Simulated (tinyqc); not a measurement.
# Worked calculation: threshold of a short bulk MOSFET: charge sharing, barrier lowering, narrow width

Numbers from tinyqc (`OMP_NUM_THREADS=1 python tinyqc.py 2002157 2002158 out.jsonl`; about 0.01 s on one thread of a shared Intel Xeon 2.30GHz). Printed values are rounded.

n-channel device on a p-type body, depletion approximation, full ionisation. Uniform doping N = Na. Vbi from Boltzmann statistics is rough for the degenerate source. Cox = eps0 eox/tox.

Values chosen for this exercise; band and dielectric values close to those of silicon:
```
symbol,value,unit,meaning
T,300,K,temperature
Eg,1.14,eV,band gap
eps_r,11.6,,relative permittivity
Nc,2.76e19,cm^-3,conduction-band density of states at T
Nv,2.67e19,cm^-3,valence-band density of states at T
eox,3.9,,relative permittivity of the gate insulator (close to silicon dioxide)
tox,9.5,nm,insulator thickness
Na,6.3e16,cm^-3,channel doping
Nsd,1e20,cm^-3,source and drain doping
Vfb,-0.85,V,flat-band voltage for the doping Na
xj,43,nm,junction depth
Vbs,0,V,body-source voltage
Vds,0.05,V,drain-source voltage
W,520,nm,gate width
xw,0,,shape factor of the fringing depletion at the width edges
L,810,nm,channel length
```

Constants: q = 1.602176634e-19 C, kB = 1.380649e-23 J/K, Vt = kB T/q, eps0 = 8.8541878128e-14 F/cm where lengths are in cm. Results are converted to the units shown.

## Long-channel threshold and scales

ni = sqrt(Nc Nv) exp(-Eg/(2 Vt)), Eg in volts; 2 pB = 2 Vt ln(N/ni); flat band Vfb - Vt ln(N/Na); Wd = sqrt(2 eps0 eps_r (2 pB - Vbs)/(q N)); body term q N Wd/Cox; long-channel VT0 = flat band + 2 pB + body term; Vbi = Vt ln(N Nsd/ni^2); scale length l = sqrt((eps_r/eox) tox Wd).

N = 6.3e16 cm^-3
2 pB = 0.826371 V
flat band = -0.85 V
Wd = 129.682 nm
body term = 0.360115 V
VT0 = 0.336486 V
Vbi = 1.01689 V
l = 60.5339 nm

## Short-channel and narrow-width shifts

Charge sharing (trapezoid; it ignores Vds): F = (xj/L)(sqrt(1 + 2 Wd/xj) - 1), lowering = body term times F. Barrier lowering: th = exp(-L/(2 l)) + 2 exp(-L/l), lowering = th [2 (Vbi - 2 pB) + Vds], DIBL = th. Narrow width: rise = body term times xw Wd/W. VT by each model = VT0 - lowering + rise.

F = 0.0876850
lowering by charge sharing = 31.5767 mV
th = 0.00124579
lowering of the barrier = 0.536996 mV
DIBL = 1.24579 mV/V
narrow-width rise = 0 mV
VT, charge sharing = 0.304909 V
VT, barrier lowering = 0.335949 V

L is 13.4 scale lengths. The charge-sharing lowering is 58.8 times the barrier lowering; the first falls off as 1/L and the second exponentially. Both describe the same loss of gate control, so they are alternatives and are not added.
